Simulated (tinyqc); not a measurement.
# Piezoresistors in the (001) plane of a cubic crystal: effect of the direction of the resistor

Plane stress in crystal axes x = [100], y = [010]. First-order piezoresistance: d rho_xx/rho = p11 sxx + p12 syy, d rho_yy/rho = p12 sxx + p11 syy, d rho_xy/rho = p44 sxy; a resistor along d = (cos th, sin th) changes by dR/R = d.(d rho/rho).d. Changes of geometry and second-order terms are left out.

For uniaxial stress along or across the current: pL = p11 - (A/2) sin^2(2 th), pT = p12 + (A/2) sin^2(2 th), A = p11 - p12 - p44. dR/R is for the given stress.

Inputs (values chosen for the exercise); coefficients close to those of lightly doped p-type silicon: piezoresistive coefficient p11 = 7.03 x 1e-11/Pa; piezoresistive coefficient p12 = -1.11 x 1e-11/Pa; piezoresistive coefficient p44 = 133 x 1e-11/Pa; stress sxx Sx = -233 MPa; stress syy Sy = -76 MPa; shear stress sxy St = -63 MPa.

Effect of the direction of the resistor:
```
th (deg),pL (1e-11/Pa),pT (1e-11/Pa),pL - pT (1e-11/Pa),dR/R (%)
0,7.0300,-1.1100,8.1400,-1.5536
10,14.333,-8.4129,22.746,-4.3809
20,32.825,-26.905,59.729,-6.7901
30,53.852,-47.932,101.78,-8.4906
45,69.460,-63.540,133.00,-9.2936
60,53.852,-47.932,101.78,-7.8516
75,22.637,-16.718,39.355,-4.5508
90,7.0300,-1.1100,8.1400,-0.27565
```

The sum pL + pT = p11 + p12 = 5.92 holds in every row. |pL - pT|, which sets the output of a bridge under uniaxial stress, is largest at 45 degrees (133) and is 8.14 at 0 degrees. The change dR/R goes from -1.55 through a minimum of -9.29 (at th = 45 deg among the rows listed) to -0.276 %.

tinyqc, about 0.01 s, one thread, Intel Xeon 2.30GHz (shared host): `OMP_NUM_THREADS=1 python tinyqc.py 2530056 2530057 out.jsonl`
